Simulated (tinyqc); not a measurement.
## From single traps to 1/f noise

7 half-filled traps with time constants tau_j = 1.3e-7 s times 10^(1 j), j = 0..6, each shift the threshold by a = 7.18 uV when filled and give the Lorentzian a^2 tau/(1 + (2 pi f tau)^2). For time constants spread evenly in ln tau the sum tends to a^2/(4 f ln(10^1)). slope = d ln S/d ln f.

Results:

| f (Hz) | S (uV^2/Hz) | 1/f limit (uV^2/Hz) | slope | j of the largest term |
|---|---|---|---|---|
| 0.01 | 7.446 | 559.7 | -1.202e-4 | 6 |
| 0.1 | 7.402 | 55.97 | -0.01193 | 6 |
| 1 | 4.760 | 5.597 | -0.6778 | 6 |
| 1000 | 0.005859 | 0.005597 | -0.9211 | 3 |
| 30000 | 1.780e-4 | 1.866e-4 | -1.101 | 2 |
| 1e6 | 5.121e-6 | 5.597e-6 | -1.053 | 0 |
| 1e7 | 1.101e-7 | 5.597e-7 | -1.973 | 0 |
| 1e8 | 1.116e-9 | 5.597e-8 | -2.000 | 0 |

Estimate the missing row, f = 30 Hz.

Computed row:

| f (Hz) | S (uV^2/Hz) | 1/f limit (uV^2/Hz) | slope | j of the largest term |
|---|---|---|---|---|
| 30 | 0.1775 | 0.1866 | -1.090 | 5 |

With this row back in the table: Below the slowest trap (1/(2 pi tau) = 1.2 Hz) the spectrum is flat, slope 0.00 in the first row; above the fastest (1.2e6 Hz) the slope tends to -2 (-2.00 in the last row). In between, at 30, 1000 and 30000 Hz, the slopes are -1.09, -0.92 and -1.10, and S is 4.7 % above the 1/f limit at 1000 Hz.

Program tinyqc, `OMP_NUM_THREADS=1 python tinyqc.py 2150127 2150128 out.jsonl`; Intel Xeon 2.30GHz, shared host, one thread, about 0.01 s.
